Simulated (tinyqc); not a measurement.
Comparisons within one model: free-carrier optics of a doped semiconductor (Drude model with one polar phonon). A value that a table varies takes the place of the one given here.

eps(E) = ei [1 - Ep^2/(E^2 + i E Gam)] + (es - ei) wT^2/(wT^2 - E^2 - i E gT), with Ep^2 = 8 pi c (e^2/(4 pi eps0)) N/(m ei), c = hbar^2/2m0, N in 1/angstrom^3 (1e-24 per 1/cm^3); Gam = hbar/tau, tau = mu m m0/e with m0/e = 5.685630e-12 kg/C and mu in m^2/(V s). Energies in meV.

n + i k = sqrt(eps1 + i eps2) with k >= 0; R = ((n - 1)^2 + k^2)/((n + 1)^2 + k^2) at normal incidence from vacuum; alpha = 2 E k/(hbar c), times 1e8 for 1/cm; loss function Im(-1/eps) = eps2/(eps1^2 + eps2^2).

Constants: hbar^2/2m0 = 3.80998211 eV angstrom^2; e^2/(4 pi eps0) = 14.39964547 eV angstrom; hbar = 6.58211957e-16 eV s; hbar c = 1973.269805 eV angstrom.

Parameters, chosen for this exercise (mass and dielectric values near those of SiC; N and mu are free inputs; interband absorption and the rise of the mass with filling are left out; shifted at random, so the results belong to these values and not to a real crystal): m = 0.377 m0 (conductivity mass); ei = 6.31 (high-frequency dielectric constant); wT = 100.7 meV (TO phonon); es = 9.6 (static dielectric constant); N = 4.3e+18 1/cm^3 (carrier density); mu = 290 cm^2/(V s) (mobility); gT = 0.5 meV (phonon damping); E = 102.9 meV (photon energy).

## The coupled modes against doping

L-, L+ solve E^4 - (wL^2 + Ep^2) E^2 + Ep^2 wT^2 = 0, wL = wT sqrt(es/ei); damping left out; energies in meV.

Modes:

| N (1/cm^3) | Ep | L- | L+ | Ep sqrt(ei/es) |
|---|---|---|---|---|
| 8.0e+17 | 21.53 | 17.37 | 124.86 | 17.46 |
| 3.0e+18 | 41.70 | 33.13 | 126.76 | 33.81 |
| 8.0e+18 | 68.10 | 52.05 | 131.74 | 55.21 |
| 2.0e+19 | 107.67 | 73.82 | 146.87 | 87.29 |
| 3.0e+19 | 131.87 | 82.28 | 161.39 | 106.91 |
| 5.0e+19 | 170.24 | 89.96 | 190.57 | 138.02 |
| 1.0e+20 | 240.75 | 95.65 | 253.46 | 195.19 |
| 3.0e+20 | 417.00 | 99.12 | 423.66 | 338.07 |
| 8.0e+20 | 680.95 | 100.12 | 684.91 | 552.07 |

wL = 124.21 meV

At low density L- follows Ep sqrt(ei/es) (17.37 against 17.46), a plasmon screened by the lattice, and L+ starts at wL. At the highest density L- has come within 0.58 meV of wT, since the carriers screen the field that lifts wL, and L+ is within 3.96 meV of Ep. The branches are closest, 73.05 meV, at 2e+19 1/cm^3 of those listed. The mass is held fixed, while in a real band it rises with filling.

## Reflectance across the plasma edge

Spectrum:

| E (meV) | eps1 | eps2 | R | alpha (1/cm) |
|---|---|---|---|---|
| 5.0 | -105.08 | 242.89 | 0.874 | 6.89e+03 |
| 15.0 | -36.98 | 32.93 | 0.820 | 1.00e+04 |
| 25.0 | -11.52 | 9.04 | 0.724 | 9.16e+03 |
| 34.9 | -1.77 | 3.59 | 0.406 | 6.01e+03 |
| 42.4 | 2.07 | 2.07 | 0.108 | 2.81e+03 |
| 49.9 | 4.63 | 1.30 | 0.144 | 1.51e+03 |
| 54.9 | 5.96 | 0.99 | 0.179 | 1.12e+03 |
| 62.4 | 7.72 | 0.69 | 0.223 | 788 |
| 74.9 | 10.93 | 0.45 | 0.287 | 516 |
| 99.8 | 176.50 | 47.66 | 0.745 | 1.80e+04 |
| 149.8 | 2.90 | 0.07 | 0.068 | 293 |
| 249.6 | 5.42 | 0.01 | 0.159 | 66.4 |

Ep = 49.9 meV and Gam = 10.6 meV. R is 0.874 at the lowest energy and lowest, 0.068, at 149.8 meV of those listed; without damping and phonon it would vanish at Ep sqrt(ei/(ei - 1)) = 54.4 meV. At the highest energy R is 0.159, against 0.185 for ei alone. Between the last two rows alpha goes as E^-2.91, where the Drude limit far above Ep and Gam is E^-2; Gam and the phonon term both still act in these rows. The phonon adds its own band of high reflectance between wT = 100.7 meV and about wL = 124.2 meV, which the rows may miss. The lowest R listed is the dip just above wL, not the plasma minimum.

## Free-carrier absorption and index change in the near infrared

At the wavelengths listed E = hc/lambda (hc = 1239.841984 eV nm). Approximate forms: alpha = ei Ep^2 Gam/(E^2 sqrt(ei) hbar c) and dn = -sqrt(ei) Ep^2/(2 E^2). The phonon term is left out here.

Free carriers:

| lambda (micrometre) | E (meV) | alpha (1/cm) | alpha, approximate | dn | dn, approximate |
|---|---|---|---|---|---|
| 1.31 | 946.4 | 3.76 | 3.75 | -0.00350 | -0.00349 |
| 1.55 | 799.9 | 5.26 | 5.25 | -0.00490 | -0.00489 |
| 2.00 | 619.9 | 8.77 | 8.74 | -0.00816 | -0.00815 |
| 3.00 | 413.3 | 19.8 | 19.7 | -0.0184 | -0.0183 |
| 5.00 | 248.0 | 55.7 | 54.6 | -0.0513 | -0.0509 |
| 8.00 | 155.0 | 147 | 140 | -0.133 | -0.130 |
| 10.60 | 117.0 | 269 | 246 | -0.238 | -0.229 |

At 1.55 micrometre alpha = 5.26 1/cm and dn = -0.0049; a phase shift of pi needs a length lambda/(2 |dn|) = 158 micrometre, over which the loss is 0.36 dB. The approximate alpha is within 5 % up to 8 micrometre of the wavelengths listed; it needs photon energies well above both Ep and Gam, which lie at 24.8 and 117.1 micrometre. Interband and intervalley absorption are left out.

## What moves the optical constants

At the energy E. Each row changes one parameter from the base and keeps the others.

Results:

| case | Ep (meV) | Gam (meV) | R | alpha (1/cm) |
|---|---|---|---|---|
| base | 49.92 | 10.59 | 0.9709 | 8.66e+04 |
| N = 6.45e+18 1/cm^3 | 61.14 | 10.59 | 0.9711 | 8.71e+04 |
| m = 0.4524 m0 | 45.57 | 8.82 | 0.9709 | 8.64e+04 |
| mu = 174 cm^2/(V s) | 49.92 | 17.65 | 0.9706 | 8.66e+04 |
| ei = 6.63 | 48.70 | 10.59 | 0.9689 | 8.18e+04 |
| E = 123.5 meV | 49.92 | 10.59 | 0.8756 | 1.40e+04 |

The largest shifts from the base row, up to three for each result and ties (the steps differ in size, so this ranks the rows, not the parameters). Ep (meV): N +11.22, m -4.35, ei -1.22; unchanged at the printed digits by mu and E. Gam (meV): mu +7.06, m -1.76; unchanged at the printed digits by N, ei and E. R: E -0.0954, ei -0.0021, mu -0.0003; unchanged at the printed digits by m. alpha (1/cm): E -7.26e+04, ei -4.84e+03, N +461; unchanged at the printed digits by mu.

Computed by tinyqc, a small Python program: `OMP_NUM_THREADS=1 python tinyqc.py 1650881 1650882 out.jsonl` (the numbers bound the seed that draws the inputs); one thread of a shared host (Intel(R) Xeon(R) Processor @ 2.30GHz), about 0.01 s for the whole set of steps.
